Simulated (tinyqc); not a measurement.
Bottom-up copper filling of a trench by curvature-enhanced accelerator coverage: one step, computed by the program tinyqc. Command: `OMP_NUM_THREADS=1 python tinyqc.py 3019522 3019523 out.jsonl superfill walk`. One thread of a shared host (Intel(R) Xeon(R) Processor @ 2.30GHz), about 0.07 s of CPU time with the checks.

A rectangular trench keeps vertical walls and a flat floor. An accelerator floats on the surface; where area is lost in the corners it is passed on to the floor.

Problem. Velocities. Kinetic current i_k = [i_0 (1 - theta) + i_1 theta] exp(alpha eta/(k_B T)), limit i_L = 2 F D C/delta, i = 1/(1/i_k + 1/i_L); velocity v = i Omega/(2F), Omega = 7.11 cm^3/mol, F = e N_A. Depletion inside the trench is ignored.

Inputs (values chosen for the exercise, close to those used for damascene copper plating):

| quantity | value | unit |
|---|---|---|
| exchange current of the suppressed surface i_0 | 0.034 | mA/cm^2 |
| exchange current of the accelerated surface i_1 | 2.7 | mA/cm^2 |
| transfer coefficient alpha | 0.4 | - |
| overpotential eta | 0.17 | V |
| starting coverage theta_0 | 0.038 | - |
| cupric ion concentration C | 0.76 | mol/l |
| diffusivity D | 5.8e-06 | cm^2/s |
| boundary layer delta | 34 | um |
| temperature T | 298 | K |

Constants: e = 1.602176634e-19 C; N_A = 6.02214076e+23 1/mol; k_B = 8.617333262e-05 eV/K.

Give: limiting current i_L; velocity at theta = 0; velocity at theta_0; velocity at theta = 1; ratio v(1)/v(theta_0).

Solution.

limiting current i_L = 250.2 mA/cm^2

velocity at theta = 0 = 0.1766 nm/s

velocity at theta_0 = 0.6989 nm/s

velocity at theta = 1 = 12.19 nm/s

ratio v(1)/v(theta_0) = 17.45
